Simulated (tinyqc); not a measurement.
Inside a calculation. Method: UKS/PBE0 in the 6-31g basis, for H3, spin multiplicity 2. One step of it, computed by the program tinyqc.

Problem. Orthogonalisation. S = U s U^T; canonical form X = U s^(-1/2), so that X^T S X = 1. Each column of U has its largest component positive (the first on a tie).

overlap S:
```
          1H 1s     1H 2s     2H 1s     2H 2s     3H 1s     3H 2s
1H 1s  1.000000  0.658292  0.064967  0.245273  0.065142  0.245530
1H 2s  0.658292  1.000000  0.245273  0.545373  0.245530  0.545725
2H 1s  0.064967  0.245273  1.000000  0.658292  0.065028  0.245363
2H 2s  0.245273  0.545373  0.658292  1.000000  0.245363  0.545497
3H 1s  0.065142  0.245530  0.065028  0.245363  1.000000  0.658292
3H 2s  0.245530  0.545725  0.245363  0.545497  0.658292  1.000000
```

Give: eigenvalues of S; X.

Solution.

eigenvalues of S: 0.217  0.217  0.365  1.172  1.173  2.856

X:
```
            1       2       3       4       5      6
1H 1s   0.668   0.564   0.795  -0.500  -0.421  0.189
1H 2s  -1.161  -0.980  -0.530  -0.287  -0.242  0.284
2H 1s   0.154  -0.860   0.795  -0.115   0.643  0.189
2H 2s  -0.268   1.495  -0.530  -0.066   0.370  0.284
3H 1s  -0.822   0.297   0.795   0.615  -0.222  0.189
3H 2s   1.429  -0.516  -0.529   0.354  -0.128  0.284
```
